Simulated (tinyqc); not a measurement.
# Capacitances against the space between lines

Endless row of lines of width wl, height tl and space sl between grounded planes at distance hd; e2 fills the gaps beside the lines, e1 the rest. Laplace's equation is solved on meshes of 3, 6 and 12 steps per unit u and extrapolated (Aitken), which is good to about 0.2 %. C_even (all lines at 1 V) is the capacitance Cg to the planes; C_odd (neighbours in antiphase) = Cg + 4 Cc if only nearest neighbours couple, which defines Cc; total with quiet neighbours Cg + 2 Cc. Plate values 2 eps0 e1 wl/hd and eps0 e2 tl/sl.

Values chosen for this exercise: relative permittivity above and below the lines e1 = 4.2; relative permittivity between the lines e2 = 1; line width, in units u wl = 6 u; line height tl = 8 u; distance to each plane hd = 4 u.

Constants: eps0 = 8.8541878128e-12 F/m. Results are converted to the units shown.

The same in every row: plate Cg (aF/um) = 112.

Capacitances against the space between lines:
columns A: sl (u); B: Cg (aF/um); C: Cc (aF/um); D: Cg + 2 Cc (aF/um); E: C_odd (aF/um); F: plate Cc (aF/um); G: share of coupling, 2 Cc/(Cg + 2 Cc) (%)
```
A     B       C    D    E     F       G
2   143    58.9  261  379  35.4    45.1
4   166    26.9  220  273  17.7    24.5
6   181    14.3  209  238  11.8    13.7
8   190    8.00  206  222  8.85    7.75
12  200    2.58  205  210  5.90    2.51
16  203   0.840  205  207  4.43   0.821
24  205  0.0899  205  205  2.95  0.0878
```

As sl goes from 2 to 24, Cg rises from 143 to 205 aF/um, Cc falls from 58.9 to 0.0899 aF/um and the share of coupling falls from 45.1 to 0.0878 %. Cg is 1.29 times its plate value in the first row and 1.83 times in the last; for Cc the ratios are 1.66 and 0.0305. Neighbours in antiphase raise the load by a factor of 1.45 and 1.00 over quiet ones.

tinyqc, about 0.8 s, one thread, Intel Xeon 2.30GHz (shared host): `OMP_NUM_THREADS=1 python tinyqc.py 2790159 2790160 out.jsonl`
